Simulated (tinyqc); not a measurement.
Hueckel theory of the pi electrons with the omega technique, for the molecule O=c1cccccc1 (SMILES; centres numbered as the heavy atoms are written), step by step. Computed by tinyqc, a small Python program that keeps every step. Settings: charge = 0, omega = 1.0, damping = 0.3. Command: `OMP_NUM_THREADS=1 python tinyqc.py 28569 28570 out.jsonl` (the two numbers bound the seeds that draw the settings). One thread of a shared host (Intel(R) Xeon(R) Processor @ 2.60GHz), about 0.01 s of CPU time with the checks.

## The Hueckel matrix

Centres:

| centre | z_r, pi electrons of the neutral centre | h |
|---|---|---|
| 1O | 1 | 1.000000 |
| 2C | 1 | 0.000000 |
| 3C | 1 | 0.000000 |
| 4C | 1 | 0.000000 |
| 5C | 1 | 0.000000 |
| 6C | 1 | 0.000000 |
| 7C | 1 | 0.000000 |
| 8C | 1 | 0.000000 |

Bonds:

| i | j | k |
|---|---|---|
| 1 | 2 | 1.000000 |
| 2 | 3 | 1 |
| 3 | 4 | 1 |
| 4 | 5 | 1 |
| 5 | 6 | 1 |
| 6 | 7 | 1 |
| 7 | 8 | 1 |
| 8 | 2 | 1 |

H_rr = alpha + h_r beta, H_rs = k_rs beta for bonded centres.

Hueckel matrix in units of beta (H = alpha + beta A), lower triangle:
```
          1O        2C        3C        4C        5C        6C        7C        8C
1O  1.000000
2C  1.000000  0.000000
3C  0.000000  1.000000  0.000000
4C  0.000000  0.000000  1.000000  0.000000
5C  0.000000  0.000000  0.000000  1.000000  0.000000
6C  0.000000  0.000000  0.000000  0.000000  1.000000  0.000000
7C  0.000000  0.000000  0.000000  0.000000  0.000000  1.000000  0.000000
8C  0.000000  1.000000  0.000000  0.000000  0.000000  0.000000  1.000000  0.000000
```

## Orbitals, round 1

pi electrons, sum of z_r less the charge = 8

Diagonalise; E = alpha + x beta with beta < 0, so the largest x are filled first; degenerate levels share their electrons. P = sum n_i c_ri c_si; each orbital has its largest coefficient positive (the first on a tie).

x values: 2.198691  1.618034  1.246980  0.713538  -0.445042  -0.618034  -1.801938  -1.912229

occupations: 2.000000  2.000000  2.000000  2.000000  0.000000  0.000000  0.000000  0.000000

coefficients:
```
         MO1        MO2        MO3        MO4        MO5        MO6        MO7        MO8
1O  0.447536   0.491123   0.000000   0.652553   0.000000  -0.303531   0.000000  -0.201379
2C  0.536457   0.303531   0.000000  -0.186932   0.000000   0.491123   0.000000   0.586461
3C  0.365984   0.000000   0.417907  -0.392968   0.521121   0.000000   0.231921  -0.460035
4C  0.268229  -0.303531   0.521121  -0.093466  -0.231921  -0.491123  -0.417907   0.293231
5C  0.223768  -0.491123   0.231921   0.326276  -0.417907   0.303531   0.521121  -0.100689
6C  0.223768  -0.491123  -0.231921   0.326276   0.417907   0.303531  -0.521121  -0.100689
7C  0.268229  -0.303531  -0.521121  -0.093466   0.231921  -0.491123   0.417907   0.293231
8C  0.365984   0.000000  -0.417907  -0.392968  -0.521121   0.000000  -0.231921  -0.460035
```

charge and bond-order matrix P, lower triangle:
```
           1O         2C         3C         4C         5C        6C        7C        8C
1O   1.734631
2C   0.534344   0.829721
3C  -0.185283   0.539585   0.926027
4C  -0.180041   0.138467   0.705352   0.888761
5C   0.143709  -0.180041   0.101201   0.598910   0.903035
6C   0.143709  -0.180041  -0.286484   0.115476   0.687887  0.903035
7C  -0.180041   0.138467  -0.165767  -0.197507   0.115476  0.598910  0.888761
8C  -0.185283   0.539585   0.227444  -0.165767  -0.286484  0.101201  0.705352  0.926027
```

## Omega technique, round 1

h_r = h_r(0) + omega q_r, omega = 1, with q_r = z_r - P_rr; 0.3 of the old diagonal is kept.

matrix after round 1, lower triangle:
```
          1O        2C        3C        4C        5C        6C        7C        8C
1O  0.485758
2C  1.000000  0.119195
3C  0.000000  1.000000  0.051781
4C  0.000000  0.000000  1.000000  0.077867
5C  0.000000  0.000000  0.000000  1.000000  0.067875
6C  0.000000  0.000000  0.000000  0.000000  1.000000  0.067875
7C  0.000000  0.000000  0.000000  0.000000  0.000000  1.000000  0.077867
8C  0.000000  1.000000  0.000000  0.000000  0.000000  0.000000  1.000000  0.051781
```

## Orbitals, round 2

As before.

x values: 2.198389  1.577508  1.314731  0.495159  -0.384883  -0.607513  -1.732325  -1.861066

occupations: 2.000000  2.000000  2.000000  2.000000  0.000000  0.000000  0.000000  0.000000

coefficients:
```
         MO1        MO2        MO3        MO4        MO5        MO6        MO7        MO8
1O  0.300989  -0.397116   0.000000   0.720552   0.000000   0.412648   0.000000  -0.249461
2C  0.515482  -0.433552   0.000000   0.006773   0.000000  -0.451136   0.000000   0.585441
3C  0.385400  -0.117569   0.414442  -0.359003   0.523084  -0.042402   0.233711  -0.454933
4C  0.311820   0.254173   0.523420  -0.165947  -0.228412   0.479092  -0.416965   0.284775
5C  0.275821   0.498738   0.232957   0.289755  -0.417386  -0.285958   0.521076  -0.097228
6C  0.275821   0.498738  -0.232957   0.289755   0.417386  -0.285958  -0.521076  -0.097228
7C  0.311820   0.254173  -0.523420  -0.165947   0.228412   0.479092   0.416965   0.284775
8C  0.385400  -0.117569  -0.414442  -0.359003  -0.523084  -0.042402  -0.233711  -0.454933
```

charge and bond-order matrix P, lower triangle:
```
           1O         2C         3C         4C         5C        6C        7C        8C
1O   1.534982
2C   0.664410   0.907470
3C  -0.191982   0.494415   0.926002
4C  -0.253312   0.098833   0.733591   0.926686
5C   0.187491  -0.144170   0.080380   0.573245   0.926087
6C   0.187491  -0.144170  -0.305809   0.085508   0.709011  0.926087
7C  -0.253312   0.098833  -0.134119  -0.169189   0.085508  0.573245  0.926686
8C  -0.191982   0.494415   0.238952  -0.134119  -0.305809  0.080380  0.733591  0.926002
```

## Omega technique, round 2

As before.

matrix after round 2, lower triangle:
```
          1O        2C        3C        4C        5C        6C        7C        8C
1O  0.471240
2C  1.000000  0.100530
3C  0.000000  1.000000  0.067333
4C  0.000000  0.000000  1.000000  0.074680
5C  0.000000  0.000000  0.000000  1.000000  0.072102
6C  0.000000  0.000000  0.000000  0.000000  1.000000  0.072102
7C  0.000000  0.000000  0.000000  0.000000  0.000000  1.000000  0.074680
8C  0.000000  1.000000  0.000000  0.000000  0.000000  0.000000  1.000000  0.067333
```

## Convergence

Each round sets h_r = h_r(0) + omega (z_r - P_rr), keeping the share named as damping of the old diagonal; repeat until output and input diagonals agree to 1e-6.

Rounds:

| round | sum n x | largest \|h(out) - h(in)\| |
|---|---|---|
| 1 | 11.554486 | 7.35e-01 |
| 2 | 11.171574 | 2.67e-02 |
| 3 | 11.163301 | 2.76e-03 |
| 4 | 11.162513 | 5.17e-04 |
| 5 | 11.162573 | 7.34e-05 |
| 6 | 11.162541 | 1.18e-05 |
| 7 | 11.162546 | 2.44e-06 |
| 8 | 11.162545 | 4.11e-07 |

Converged in 8 rounds.

## Energy, charges, bond orders

final x values: 2.196423  1.573767  1.319615  0.491468  -0.375250  -0.614194  -1.728543  -1.863285

occupations: 2.000000  2.000000  2.000000  2.000000  0.000000  0.000000  0.000000  0.000000

final P, lower triangle:
```
           1O         2C         3C         4C         5C        6C        7C        8C
1O   1.530061
2C   0.669272   0.901582
3C  -0.189915   0.491695   0.933430
4C  -0.254183   0.096851   0.735990   0.923509
5C   0.186758  -0.141601   0.079628   0.570581   0.927240
6C   0.186758  -0.141601  -0.307503   0.085489   0.711342  0.927240
7C  -0.254183   0.096851  -0.133837  -0.166423   0.085489  0.570581  0.923509
8C  -0.189915   0.491695   0.239259  -0.133837  -0.307503  0.079628  0.735990  0.933430
```

E = sum n x; q_r = z_r - P_rr; bond order p = P_rs; free valence = sqrt(3) - sum of p over the bonds of the atom.

pi energy = 8 alpha + this times beta = 11.162545

pi charges: 1O -0.530061, 2C 0.098418, 3C 0.066570, 4C 0.076491, 5C 0.072760, 6C 0.072760, 7C 0.076491, 8C 0.066570

Bond orders and lengths from R = 1.517 - 0.180 p (angstrom, C-C alone):

| bond | p | R |
|---|---|---|
| 1-2 | 0.669272 | - |
| 2-3 | 0.491695 | 1.428495 |
| 3-4 | 0.735990 | 1.384522 |
| 4-5 | 0.570581 | 1.414296 |
| 5-6 | 0.711342 | 1.388958 |
| 6-7 | 0.570581 | 1.414296 |
| 7-8 | 0.735990 | 1.384522 |
| 8-2 | 0.491695 | 1.428495 |

free valence of the carbons: 2C 0.079389, 3C 0.504366, 4C 0.425480, 5C 0.450128, 6C 0.450128, 7C 0.425480, 8C 0.504366

gap between the highest filled and the next level = 0.866717 |beta|
